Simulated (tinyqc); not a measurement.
Donor or exciton in a quantum well (variational effective-mass method): one step, computed by the program tinyqc. Command: `OMP_NUM_THREADS=1 python tinyqc.py 3010178 3010179 out.jsonl welldonor walk`. One thread of a shared host (Intel(R) Xeon(R) Processor @ 2.30GHz), about 0.03 s of CPU time with the checks.

H = -nabla^2 - 2/|r - r_i| + V(z) in effective units; trial function psi = f(z) exp(-|r - r_i|/lambda), f the ground state of the well. Mass and screening are the same in well and barrier; l = L/a* is the width in effective units. Bands are flat: no polarisation or applied field.

Question. Best radius. k = pi/l; f = cos(k z) inside and zero outside; subband energy k^2 Ry*. Binding E_b(lambda) = -1/lambda^2 + 4 A/(lambda B), with A = int f^2 exp(-2 s/lambda) dz, B = int f^2 exp(-2 s/lambda)(1 + 2 s/lambda) dz and s = |z - z_i|; 40 Gauss-Legendre points on each piece between the walls at z = -l/2 and l/2 and z_i. Golden-section search for the maximum over lambda from 0.3 to 4, 40 steps.

Inputs (values chosen for the exercise, for a model semiconductor): donor position z_i/L from the centre = 0.1.

Centre: donor. Barriers: infinite.

l = 2.004621

Ry* = 19.24389 meV

a* = 2.993084 nm

Give: best lambda; binding in Ry*; binding energy; radius lambda a*.

Answer.

best lambda = 0.9608 a*

binding in Ry* = 1.699

binding energy = 32.70 meV

radius lambda a* = 2.876 nm

Confinement changes the binding by a factor 1.699 against the bulk value (limits: 4 in two dimensions, 1 inside a wide well).
